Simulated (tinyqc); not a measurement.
Domain walls in a thin film with perpendicular anisotropy: Bloch, Neel and chiral walls, motion and stripe domains: one step, computed by the program tinyqc. Command: `OMP_NUM_THREADS=1 python tinyqc.py 3017423 3017424 out.jsonl mwall walk`. One thread of a shared host (Intel(R) Xeon(R) Processor @ 2.30GHz), about 0.01 s of CPU time with the checks.

One-dimensional wall: polar angle theta(x), azimuth phi of the moment in the wall (phi = 0 Neel, 90 degrees Bloch). mu_0 = 1.25663706212e-6 T m/A, gamma = 1.76085963023e11 rad/(s T).

Question. Bloch or Neel. sigma(phi) = sigma_0 + 2 Delta K_D cos^2(phi) - pi D cos(phi), with the wall shape anisotropy K_D = N_x mu_0 M_s^2/2, N_x = t ln 2/(pi Delta). The minimum has cos(phi) = D/D_N for D < D_N = 4 Delta K_D/pi and phi = 0 beyond; sigma turns negative at D_c = (sigma_0 + 2 Delta K_D)/pi.

Inputs (values chosen for the exercise, for a model film): saturation magnetisation M_s = 839 kA/m; DMI constant D = 0.053 mJ/m^2; thickness t = 1.2 nm.

width parameter Delta = 7.511845 nm

sigma_0 = 10.11735 mJ/m^2

Give: K_D; D_N; azimuth phi; wall energy sigma; D_c.

Answer.

K_D = 15.589 kJ/m^3

D_N = 0.14910 mJ/m^2

azimuth phi = 69.178 degrees

wall energy sigma = 10.088 mJ/m^2

D_c = 3.2950 mJ/m^2

A mixed wall, between Bloch and Neel. D is 0.02 of D_c.
